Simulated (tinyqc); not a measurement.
Mobility of a non-polar semiconductor in the relaxation-time approximation. From resistivity back to carrier density n. Computed by tinyqc, a small Python program. Command: `OMP_NUM_THREADS=1 python tinyqc.py 3007575 3007576 out.jsonl rta inv`. One thread of a shared host (Intel(R) Xeon(R) Processor @ 2.30GHz), about 0.03 s of CPU time with the checks.

Each valley is treated as a sphere of mass m_d for states and rates, with one isotropic relaxation time; the conductivity mass m_c sets the current.

Inputs (values chosen for the exercise, modelled on electrons in germanium):

| quantity | value | unit |
|---|---|---|
| longitudinal mass m_l | 1.55 | m_0 |
| transverse mass m_t | 0.0798 | m_0 |
| equivalent valleys Z | 4 | - |
| static permittivity eps_s | 16 | - |
| density rho | 5323 | kg/m^3 |
| sound velocity v_l | 5420 | m/s |
| acoustic deformation potential D_A | 11 | eV |
| phonon energy hbar w | 32.9 | meV |
| optical or intervalley deformation potential D_o | 5.7 | 1e8 eV/cm |
| final valleys Z_f | 3 | - |
| compensation ratio C | 0.14 | - |
| temperature T | 100 | K |
| neutral impurity density N_n | 1e+15 | 1/cm^3 |

Band: parabolic. Impurity formula: Brooks-Herring. Further scattering: neutral impurities.

Constants: k_B = 8.617333262e-05 eV/K; m_0 = 9.1093837015e-31 kg; e = 1.602176634e-19 C; hbar = 1.054571817e-34 J s; eps_0 = 8.8541878128e-12 F/m; k_B = 1.380649e-23 J/K; hbar = 6.582119569e-16 eV s.

Method:
- m_d = (m_l m_t^2)^(1/3); 1/m_c = (1/m_l + 2/m_t)/3; Hall mass factor A = 3 K_m (K_m + 2)/(2 K_m + 1)^2, K_m = m_l/m_t; N_I = n (1 + C)/(1 - C).
- Parabolic band: E = hbar^2 k^2/(2 m), speed v = hbar k/m, states per spin, volume and energy g(E) = m k/(2 pi^2 hbar^2). Here m = m_d. Masses are multiplied by m_0 and all formulas are in SI units.
- The reduced Fermi level eta = E_F/(k_B T) solves n = 2 Z int g f dE with f = 1/(1 + exp(x - eta)) (Z = 1 unless valleys are given); screening length L_s = sqrt(eps_s eps_0 k_B T/(e^2 dn/deta)), dn/deta = 2 Z int g f (1 - f) dE.
- Integrals over x = E/(k_B T) use 160 Gauss-Legendre points in u = sqrt(x) from 0 to sqrt(max(eta, 0) + 32).
- Phonon occupation N_q = 1/(exp(hbar w/(k_B T)) - 1).
- Acoustic deformation potential (elastic, equipartition, absorption and emission together): 1/tau = 2 pi k_B T D_A^2 g(E)/(hbar rho v_l^2).
- Optical or intervalley deformation potential: 1/tau = (pi Z_f D_o^2/(rho w)) [N_q g(E + hbar w) + (N_q + 1) g(E - hbar w)], with g = 0 below the band edge.
- Each optical term is multiplied by (1 - f(E'))/(1 - f(E)), E' the final energy, for Pauli blocking.
- Singly charged impurities, momentum relaxation: 1/tau = N_I e^4 m (1 + 2 alpha E) Phi/(8 pi (eps_s eps_0)^2 hbar^3 k^3), with alpha = 0 for a parabolic band.
- Brooks-Herring: Phi = ln(1 + b) - b/(1 + b), b = 4 k^2 L_s^2.
- Neutral impurities (Erginsoy): 1/tau = 20 N_n a_B hbar/m, a_B = 4 pi eps_s eps_0 hbar^2/(m e^2).
- mu = (m_d/m_c) (2 Z e/(3 n k_B T)) int g v^2 tau f (1 - f) dE.
- Averages over x are split at the emission threshold x_0 = hbar w/(k_B T): 64 Gauss-Legendre points in sqrt(x) below it and 128 in sqrt(x - x_0) above it, up to x = max(eta, 0) + 32.
- Rates are added at each energy before the average. With <y> = int g v^2 y f (1 - f) dE: Hall factor r_H = A (3 n k_B T/(2 Z m_d)) <tau^2/(1 + 2 alpha E)>/<tau>^2 (alpha = 0 for a parabolic band); Hall mobility r_H mu; |S| = (k_B/e) (<x tau>/<tau> - eta); resistivity 1/(n e mu).

Problem. A run gave the result below. Find the carrier density n, known to lie between 4.1e+18 and 1.5e+19 1/cm^3.

resistivity = 0.0005674435 ohm cm

Solution.

Each step takes the trial c = (a f_b - b f_a)/(f_b - f_a), f being the result less the target and a, b, c the logarithms of the listed values; c replaces end b, the old b replaces a if the sign of f changed, and otherwise f_a is halved.

Scan of the range:

| carrier density n (1/cm^3) | resistivity (ohm cm) |
|---|---|
| 4.10e+18 | 8.92823e-04 |
| 5.09e+18 | 7.59017e-04 |
| 6.32e+18 | 6.48462e-04 |
| 7.84e+18 | 5.57209e-04 |
| 9.73e+18 | 4.80878e-04 |
| 1.21e+19 | 4.16037e-04 |
| 1.50e+19 | 3.61672e-04 |

False position (Illinois rule, in the logarithm of the input) inside the bracket:

| step | end a | end b | trial | resistivity (ohm cm) |
|---|---|---|---|---|
| 1 | 6.32000e+18 | 7.84000e+18 | 7.65277e+18 | 5.66630e-04 |
| 2 | 6.32000e+18 | 7.65277e+18 | 7.62401e+18 | 5.68115e-04 |
| 3 | 7.65277e+18 | 7.62401e+18 | 7.63701e+18 | 5.67443e-04 |
| 4 | 7.62401e+18 | 7.63701e+18 | 7.63700e+18 | 5.67443e-04 |

Resistivity falls at every point of a 13-point scan of the range (every second point is shown), so one value fits; it is bracketed by 6.32e18 and 7.84e18. Answer: carrier density n = 7.637e18 1/cm^3.

Caution: Erginsoy's formula holds for k a_B below about 0.5 and for dopants that stay neutral, which means low temperature; elsewhere it is only a rough constant rate. Caution: above a few 1e18 per cm^3 the Born approximation, static screening and an unperturbed band are rough; measured mobilities are usually lower. Caution: n is taken as given; at low temperature (in diamond even at 300 K) real dopants can freeze out, which changes n and N_I.
